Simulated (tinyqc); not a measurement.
sp3s* tight binding: one step. Levels at Gamma. Five cases, with inputs chosen for the exercise.

Problem. At k = 0 only g0 = 1 is left and H falls into 2 x 2 blocks [[E_a, V], [V, E_c]] with roots (E_a + E_c)/2 -/+ sqrt(((E_a - E_c)/2)^2 + V^2); the s* levels stay uncoupled. The direct gap runs from the highest lower root of the p blocks to the lowest upper root.

Give: Blocks at Gamma (eV); direct gap at Gamma.

Case 1.

Values chosen (near a published set for Si, fitted to gaps, whose masses and valley positions are rough; not measured data): Esa = -4.241 eV (s level of the anion); Esc = -4.241 eV (s level of the cation); Epa = 1.729 eV (p level of the anion); Epc = 1.729 eV (p level of the cation); Vss = -8.197 eV (s-s); Vxx = 1.706 eV (px-px).

Solution.

Blocks at Gamma (eV):
```
block            E_a      E_c        V  lower root  upper root
s (Gamma1)   -4.2410  -4.2410  -8.1970    -12.4380      3.9560
p (Gamma15)   1.7290   1.7290   1.7060      0.0230      3.4350
```

direct gap at Gamma = 3.4120 eV

The lowest empty level at Gamma is p-like.

Case 2.

Values chosen (near a published set for GaSb, fitted to gaps, whose masses and valley positions are rough; not measured data): Esa = -7.299 eV (s level of the anion); Esc = -3.887 eV (s level of the cation); Epa = 0.854 eV (p level of the anion); Epc = 2.919 eV (p level of the cation); Vss = -6.152 eV (s-s); Vxx = 1.583 eV (px-px).

Solution.

Blocks at Gamma (eV):
```
block            E_a      E_c        V  lower root  upper root
s (Gamma1)   -7.2990  -3.8870  -6.1520    -11.9772      0.7912
p (Gamma15)   0.8540   2.9190   1.5830     -0.0035      3.7765
```

direct gap at Gamma = 0.7946 eV

The lowest empty level at Gamma is s-like.

Case 3.

Values chosen (near a published set for Si, fitted to gaps, whose masses and valley positions are rough; not measured data): Esa = -4.213 eV (s level of the anion); Esc = -4.213 eV (s level of the cation); Epa = 1.715 eV (p level of the anion); Epc = 1.715 eV (p level of the cation); Vss = -8.275 eV (s-s); Vxx = 1.712 eV (px-px).

Solution.

Blocks at Gamma (eV):
```
block            E_a      E_c        V  lower root  upper root
s (Gamma1)   -4.2130  -4.2130  -8.2750    -12.4880      4.0620
p (Gamma15)   1.7150   1.7150   1.7120      0.0030      3.4270
```

direct gap at Gamma = 3.4240 eV

The lowest empty level at Gamma is p-like.

Case 4.

Values chosen (near a published set for Si, fitted to gaps, whose masses and valley positions are rough; not measured data): Esa = -4.202 eV (s level of the anion); Esc = -4.202 eV (s level of the cation); Epa = 1.72 eV (p level of the anion); Epc = 1.72 eV (p level of the cation); Vss = -8.329 eV (s-s); Vxx = 1.706 eV (px-px).

Solution.

Blocks at Gamma (eV):
```
block            E_a      E_c        V  lower root  upper root
s (Gamma1)   -4.2020  -4.2020  -8.3290    -12.5310      4.1270
p (Gamma15)   1.7200   1.7200   1.7060      0.0140      3.4260
```

direct gap at Gamma = 3.4120 eV

The lowest empty level at Gamma is p-like.

Case 5.

Values chosen (near a published set for GaP, fitted to gaps, whose masses and valley positions are rough; not measured data): Esa = -8.091 eV (s level of the anion); Esc = -2.194 eV (s level of the cation); Epa = 1.125 eV (p level of the anion); Epc = 4.103 eV (p level of the cation); Vss = -7.468 eV (s-s); Vxx = 2.142 eV (px-px).

Solution.

Blocks at Gamma (eV):
```
block            E_a      E_c        V  lower root  upper root
s (Gamma1)   -8.0910  -2.1940  -7.4680    -13.1715      2.8865
p (Gamma15)   1.1250   4.1030   2.1420      0.0053      5.2227
```

direct gap at Gamma = 2.8812 eV

The lowest empty level at Gamma is s-like.

Computed by tinyqc, one run a case: `OMP_NUM_THREADS=1 python tinyqc.py N N+1 out.jsonl` with N = 1481851, 1481945, 1482051, 1482105, 1482233; one thread of a shared Intel(R) Xeon(R) Processor @ 2.30GHz, about 0.1 s a run at most.
